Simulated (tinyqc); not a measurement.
# Which input was changed?

Model: electromigration in a confined line: Blech product, Korhonen stress evolution and Black's law. Computed by tinyqc, a small Python program. Command: `OMP_NUM_THREADS=1 python tinyqc.py 3023343 3023344 out.jsonl emigr which`. One thread of a shared host (Intel(R) Xeon(R) Processor @ 2.30GHz), about 0.07 s of CPU time with the checks.

The electron wind pushes atoms from the cathode (x = 0) to the anode (x = L); blocking ends build a back stress (tension positive). The input rho is taken not to change with temperature. d sigma/dt = d/dx [kappa (d sigma/dx + G)], with zero flux at both ends and sigma = 0 at t = 0.

Inputs (values chosen for the exercise, close to those used for copper lines):
```
quantity                              value          unit
resistivity rho                        2.48  micro-ohm cm
atomic volume Omega                    11.8    angstrom^3
effective charge number Z*              1.5             -
prefactor D0                        3.6e-08         m^2/s
activation energy E                   0.905            eV
effective modulus B                      30           GPa
critical stress sigma_c                 150           MPa
current density j                      0.67       MA/cm^2
line length L                           240            um
test temperature T                      210             C
time as a fraction of L^2/kappa, s     0.01             -
```

Start: stress-free.

Constants: e = 1.602176634e-19 C; k_B = 8.617333262e-05 eV/K; k_B = 1.380649e-23 J/K.

Method:
- G = Z* e rho j/Omega; D = D0 exp(-E/(k_B T)); kappa = D B Omega/(k_B T); drift velocity of an unconfined line v = D Z* e rho j/(k_B T). SI: 1 micro-ohm cm = 1e-8 ohm m, 1 MA/cm^2 = 1e10 A/m^2.
- Temperatures in kelvin are T(C) + 273.15.
- At steady state sigma(x) = G (L/2 - x). A void forms only if the cathode stress reaches sigma_c, that is if j L exceeds (j L)_c = 2 Omega (sigma_c)/(Z* e rho). Time scale tau = L^2/kappa.
- sigma(x, t) = G L [1/2 - x/L - 4 sum_(m odd) cos(m pi x/L) exp(-m^2 pi^2 s)/(m pi)^2], s = t/tau, summed to m = 399.
- The terms at x = 0 are 4 exp(-m^2 pi^2 s)/(m pi)^2; tau = L^2/kappa.
- Solve sigma(0, t) = sigma_c for s; the semi-infinite estimate is t = (pi/kappa) ((sigma_c)/(2 G))^2.

Task: One of these inputs alone was changed, within the range given: effective modulus B (15 to 60); current density j (0.335 to 1.34); line length L (120 to 480); test temperature T (150 to 400). Which one, and to what value?

Results:
```
run     nucleation time (h)  cathode stress at time s (MPa)  drift velocity (nm/h)
before             618.1235                        91.64577              0.2816028
after              480.4069                        91.64577              0.2816028
```

Result:

Each candidate set to reproduce nucleation time, and what it then gives:
```
candidate                    range searched  value needed  cathode stress at time s (MPa)  drift velocity (nm/h)
effective modulus B (GPa)          15 to 60         38.60                           91.65                0.28160
current density j (MA/cm^2)   0.335 to 1.34        0.7600                          103.95                0.31942
line length L (um)               120 to 480  out of reach                               -                      -
test temperature T (C)           150 to 400         215.9                           91.65                0.36233
```

Only effective modulus B fits every result: it went from 30 to 38.6 GPa. The next best candidate, current density j, misses one result by 13 %.
